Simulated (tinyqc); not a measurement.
Quasiparticle equation with a plasmon-pole self-energy for two band edges: one step. Updating the energies in the Green function. Three cases, with inputs chosen for the exercise.

Question. Solve both equations exactly, put the results in place of a and b, and repeat five times; w is kept.

For each edge E = e + X + Sc(E), with the correlation part Sc(E) = A[0]/(E - a + w) + A[1]/(E - b - w); a and b are the valence and conduction energies that enter the Green function (a = ev, b = ec in the one-shot scheme). Z = 1/(1 - dSc/dE), dSc/dE = -A[0]/(E - a + w)^2 - A[1]/(E - b - w)^2.

Case 1.

Values chosen (scales of the order of those of GaN; the results hold for these values, not for the real material): ev = 0 eV (mean-field valence top); ec = 1.97 eV (mean-field conduction edge); w = 17.9 eV (pole energy); Av = (34.9, 17.2) eV^2 (weights of the valence state on the hole and electron poles); Ac = (17.2, 37.6) eV^2 (the same for the conduction state); Xv = -1.66 eV (exchange minus the mean-field potential, valence); Xc = 2.26 eV (the same, conduction).

Case 2.

Values chosen (scales of the order of those of diamond; the results hold for these values, not for the real material): ev = 0 eV (mean-field valence top); ec = 4.35 eV (mean-field conduction edge); w = 27 eV (pole energy); Av = (101.5, 49.3) eV^2 (weights of the valence state on the hole and electron poles); Ac = (47.8, 106) eV^2 (the same for the conduction state); Xv = -2.79 eV (exchange minus the mean-field potential, valence); Xc = 3.08 eV (the same, conduction).

Case 3.

Values chosen (scales of the order of those of GaN; the results hold for these values, not for the real material): ev = 0 eV (mean-field valence top); ec = 1.95 eV (mean-field conduction edge); w = 16.7 eV (pole energy); Av = (33, 17.7) eV^2 (weights of the valence state on the hole and electron poles); Ac = (16.7, 32) eV^2 (the same for the conduction state); Xv = -1.77 eV (exchange minus the mean-field potential, valence); Xc = 1.93 eV (the same, conduction).

Give: Cycles (eV).

Answer.

Case 1.

Cycles (eV):

| cycle | Ev | Ec | gap |
|---|---|---|---|
| 1 | -0.4988 | 2.8498 | 3.3486 |
| 2 | -0.5171 | 2.9269 | 3.4440 |
| 3 | -0.5162 | 2.9342 | 3.4504 |
| 4 | -0.5159 | 2.9349 | 3.4509 |
| 5 | -0.5159 | 2.9350 | 3.4509 |

The update moves the gap by +102 meV from the one-shot value; each cycle shrinks the change to about 0.07 of the one before.

Case 2.

Cycles (eV):

| cycle | Ev | Ec | gap |
|---|---|---|---|
| 1 | -0.5064 | 4.9174 | 5.4239 |
| 2 | -0.5442 | 4.9685 | 5.5127 |
| 3 | -0.5466 | 4.9733 | 5.5200 |
| 4 | -0.5467 | 4.9738 | 5.5206 |
| 5 | -0.5467 | 4.9739 | 5.5206 |

The update moves the gap by +97 meV from the one-shot value; each cycle shrinks the change to about 0.08 of the one before.

Case 3.

Cycles (eV):

| cycle | Ev | Ec | gap |
|---|---|---|---|
| 1 | -0.6339 | 2.7295 | 3.3634 |
| 2 | -0.6702 | 2.7872 | 3.4574 |
| 3 | -0.6718 | 2.7916 | 3.4634 |
| 4 | -0.6718 | 2.7920 | 3.4638 |
| 5 | -0.6718 | 2.7920 | 3.4638 |

The update moves the gap by +100 meV from the one-shot value; each cycle shrinks the change to about 0.06 of the one before.

Computed by tinyqc, one run a case: `OMP_NUM_THREADS=1 python tinyqc.py N N+1 out.jsonl` with N = 1850336, 1850451, 1850491; one thread of a shared Intel(R) Xeon(R) Processor @ 2.30GHz, about 0.02 s a run at most.
